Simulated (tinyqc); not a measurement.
Configuration-coordinate model of a defect: Huang-Rhys factor and luminescence line shape: one step, computed by the program tinyqc. Command: `OMP_NUM_THREADS=1 python tinyqc.py 3021788 3021789 out.jsonl ccline walk`. One thread of a shared host (Intel(R) Xeon(R) Processor @ 2.30GHz), about 0.02 s of CPU time with the checks.

Ground state E_g(Q) = (1/2) omega_g^2 Q^2; excited state E_e(Q) = E_0 + (1/2) omega_e^2 (Q - dQ)^2 with omega_e = omega_g and E_0 = E_ZPL. Q is mass-weighted; the dipole does not depend on Q (Condon approximation).

Task: Huang-Rhys factors and vertical energies. S = hbar omega dQ^2/(2 hbar^2/u) for each state; relaxation energy S hbar omega; absorption at E_0 + S_e hbar omega_e, emission at E_0 - S_g hbar omega_g; the Stokes shift is their difference.

Inputs (values chosen for the exercise, for a model defect in a wide-gap host): zero-phonon energy E_ZPL = 2.62 eV; displacement dQ = 0.23 u^(1/2) angstrom; ground-state phonon hbar omega_g = 93.4 meV.

Modes: equal frequencies in both states.

Constants: hbar^2/u = 4.18015928e-03 eV angstrom^2.

Give: S_g; S_e; relaxation energy, ground state; relaxation energy, excited state; vertical absorption energy; vertical emission energy; Stokes shift.

Result:

S_g = 0.5910

S_e = 0.5910

relaxation energy, ground state = 0.05520 eV

relaxation energy, excited state = 0.05520 eV

vertical absorption energy = 2.675 eV

vertical emission energy = 2.565 eV

Stokes shift = 0.1104 eV

The coupling is weak: at low temperature the zero-phonon line is the strongest line.
